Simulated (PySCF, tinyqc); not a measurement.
Ways to converge the cycle: SCF convergence aids in the 6-31g basis, for H2, spin multiplicity 1. Computed by the program tinyqc with PySCF. RHF with one setting changed at a time; a run stops when the energy changes by less than 1e-09 hartree and the error matrix is below 1e-5. The start is random orbitals. Damping d keeps d of the old density; a shift (hartree) raises the virtual levels; DIIS n extrapolates F over n matrices.

Geometry (angstrom):

| atom | x | y | z |
|---|---|---|---|
| H | 0.0000 | 0.0000 | 0.0000 |
| H | 0.0000 | 0.0000 | 1.2830 |

lowest restricted solution found by these runs and by PySCF = -1.039193 hartree

Largest element of the error matrix X^T (FDS - SDF) X:

| iteration | plain | damping 0.3 | damping 0.6 | shift 0.4 | DIIS 3 | DIIS 8 |
|---|---|---|---|---|---|---|
| 1 | 5.9e-01 | 5.9e-01 | 5.9e-01 | 5.9e-01 | 5.9e-01 | 5.9e-01 |
| 2 | 2.2e-01 | 3.4e-01 | 4.5e-01 | 4.1e-01 | 2.2e-01 | 2.2e-01 |
| 3 | 2.7e-02 | 1.6e-01 | 3.3e-01 | 1.8e-01 | 1.7e-02 | 1.7e-02 |
| 4 | 5.0e-03 | 6.7e-02 | 2.4e-01 | 7.1e-02 | 2.2e-03 | 2.2e-03 |
| 5 | 9.0e-04 | 2.7e-02 | 1.6e-01 | 2.6e-02 | 2.3e-04 | 1.7e-04 |
| 6 | 1.7e-04 | 1.1e-02 | 1.1e-01 | 1.0e-02 | 1.4e-05 | 1.3e-06 |
| 8 | 6.7e-06 | 1.8e-03 | 5.0e-02 | 2.6e-03 | - | - |
| 10 | - | 3.0e-04 | 2.2e-02 | 6.7e-04 | - | - |
| 14 | - | 1.1e-05 | 4.2e-03 | 4.3e-05 | - | - |
| 20 | - | 7.5e-08 | 3.4e-04 | - | - | - |
| 30 | - | - | 6.3e-06 | - | - | - |

How each run ends:

| run | iterations | E (hartree) | state |
|---|---|---|---|
| plain | 9 | -1.039193 | lowest found |
| damping 0.3 | 20 | -1.039193 | lowest found |
| damping 0.6 | 42 | -1.039193 | lowest found |
| shift 0.4 | 17 | -1.039193 | lowest found |
| DIIS 3 | 7 | -1.039193 | lowest found |
| DIIS 8 | 7 | -1.039193 | lowest found |

What does the comparison show, and why?

6 of 6 runs reach the lowest restricted solution found, in 7 to 42 iterations (fastest: DIIS 3, DIIS 8). Plain steps already contract here, so damping only slows them. DIIS 3 and DIIS 8 gain by cancelling the error over several earlier matrices, much as a quasi-Newton step does. The restricted reference is unstable here: a spin-polarised solution lies 0.0025 hartree lower (PySCF), so results built on it describe a poor reference.
